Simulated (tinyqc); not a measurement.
# Heisenberg magnet: exchange from energy differences, ordering vector, linear spin waves and ordering temperature, step by step

A worked calculation. Computed by tinyqc, a small Python program that keeps every step. Command: `OMP_NUM_THREADS=1 python tinyqc.py 3025932 3025933 out.jsonl magnon walk`. One thread of a shared host (Intel(R) Xeon(R) Processor @ 2.30GHz), about 0.02 s of CPU time with the checks. Intermediate numbers are printed to about 7 digits and carried at full precision; extremes and crossings named in words are read from the listed rows.

H = -sum over pairs <ij> J_ij S_i.S_j - K sum_i (S_i^z)^2, each pair once, J > 0 ferromagnetic. First neighbours: 4 at a (1, 0), second: 4 at a (1, 1), with all permutations and signs.

Inputs (values chosen for the exercise, for a model magnet):

| quantity | value | unit |
|---|---|---|
| exchange J1 | -1.12 | meV |
| exchange J2 | -0.14 | meV |
| spin S | 2 | - |
| single-ion anisotropy K | 0.0027 | meV |
| lattice constant a | 3.49 | angstrom |
| mesh divisions n | 60 | - |
| temperature T | 27 | K |

Lattice: square. Order: Neel (nearest neighbours antiparallel).

wave vector q (2 pi/a): 0.2  0.29

Constants: h x 1 THz = 4.135667696 meV; k_B = 8.617333262e-05 eV/K.

## Energies of ordered states

J(q) = J1 g1(q) + J2 g2(q), g_s(q) = sum over shell s of cos(q.R). A classical spiral or collinear state of wave vector Q has the exchange energy -(S^2/2) J(Q) per site.

States, Q in 2 pi/a:

| Q | g1 | g2 | energy (meV/site) |
|---|---|---|---|
| G (0, 0) | 4 | 4 | 10.08 |
| X (0.5, 0) | 0 | -4 | -1.12 |
| M (0.5, 0.5) | -4 | 4 | -7.84 |

The lowest of these is M (0.5, 0.5), 6.720 meV per site below X (0.5, 0).

## Back from energy differences to J1 and J2

Subtract the first row of the table from the second and third: dE = -(S^2/2)(dg1 J1 + dg2 J2), two equations for two unknowns, as in mapping total energies onto a spin model.

coefficients:
```
   J1  J2
1   8  16
2  16   0
```

energy differences (meV/site): -11.20  -17.92

J1, J2 (meV): -1.12  -0.14

## Magnon energy at q

g_s(q) = sum over shell s of cos(q.R), z1 = g1(0). A(q) = S [-J1 g1(0) + J2 (g2(0) - g2(q))] + (2S - 1) K, B(q) = S J1 g1(q), E(q) = sqrt(A^2 - B^2). The factor 2S - 1 removes the anisotropy for S = 1/2.

g1(q) = 0.1206542

g2(q) = -0.3073976

E(q) = 7.757322 meV

frequency = 1.875712 THz

## Long waves and the gap

sum R_x^2 over the shells is s1 = 2 a^2 and s2 = 4 a^2. Without K, E = c q with c = S sqrt(z1 |J1| (|J1| s1 + J2 s2)); the gap is E(0) = sqrt(k (k + 2 S z1 |J1|)), k = (2S - 1) K.

spin-wave velocity c = 19.14913 meV angstrom

gap = 0.3810743 meV

Exchange enhances the gap to 47.0 times (2S - 1) K, the geometric mean of anisotropy and exchange.

## Dispersion

The formulas are those given above.

Energies (meV); X = (0.5, 0), M = (0.5, 0.5) in 2 pi/a:

| line | fraction of the way | E(q) | sqrt(gap^2 + c^2 q^2) |
|---|---|---|---|
| G-X | 0.10 | 1.745337 | 1.76537 |
| G-X | 0.25 | 4.020099 | 4.32618 |
| G-X | 0.50 | 6.443778 | 8.62716 |
| G-X | 0.75 | 6.933062 | 12.93372 |
| G-X | 1.00 | 6.728100 | 17.24168 |
| G-M | 0.10 | 2.429934 | 2.46735 |
| G-M | 0.20 | 4.592509 | 4.89036 |
| G-M | 0.30 | 6.330833 | 7.32316 |
| G-M | 0.40 | 7.457655 | 9.75843 |
| G-M | 0.50 | 7.848100 | 12.19469 |

At the end of the G-X rows the long-wave form is 2.56 times the true energy. At the end of the G-M rows the long-wave form is 1.55 times the true energy. It holds to 5 % in 2 of the ten rows; nearer the zone boundary the cosine flattens the band.

## Loss of moment

Mesh: q = sum_i (m_i + 1/2)/n b_i, m_i = 0..n-1, b = [[1, 0], [0, 1]] in 2 pi/a; <..> is the mean over the mesh. n = 1/(exp(E/(k_B T)) - 1); zero-point loss <A/(2E) - 1/2>, thermal loss <(A/E) n>; moment = S less the losses.

zero-point loss = 0.2244327

thermal loss = 0.4580342

moment <S^z> = 1.317533

Zero-point motion removes 11.2 % of S. The thermal loss is 22.90 % of S. Caution: with so many magnons their interaction matters and linear theory fails.

## Ordering temperature

K left out. Mean field: k_B T = S (S + 1) J(Q)/3 at the ordering vector Q; random-phase (Tyablikov): k_B T = [S (S + 1)/3] / <1/(J(Q) - J(q))>, which diverges in two dimensions and gives 0; Curie-Weiss theta = S (S + 1) J(0)/(3 k_B).

mean-field ordering temperature = 90.97942 K

random-phase ordering temperature = 0 K

Curie-Weiss temperature = -116.9735 K

|theta|/T(mean field) = 1.29: above 1, as the antiferromagnetic J2 is frustrated.

Checks made by the program: the long-wave formula against the dispersion (relative difference 5e-06).
